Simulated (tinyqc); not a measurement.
Worked calculation: plane-wave Kohn-Sham cycle with exchange-only LDA in a layered model solid. One step of it, computed by the program tinyqc.

Task: Iteration 1: levels at that k. Diagonalise the Hermitian matrix.

H (hartree), lower triangle:
```
           -3         -2         -1         +0         +1         +2        +3
-3   0.643044
-2  -0.195000   0.173622
-1   0.000000  -0.195000  -0.108032
+0   0.000000   0.000000  -0.195000  -0.201916
+1   0.000000   0.000000   0.000000  -0.195000  -0.108032
+2   0.000000   0.000000   0.000000   0.000000  -0.195000   0.173622
+3   0.000000   0.000000   0.000000   0.000000   0.000000  -0.195000  0.643044
```

Give: eigenvalues.

Result:

eigenvalues (hartree): -0.4628  -0.2176  -0.0109  0.2071  0.2605  0.7192  0.7198
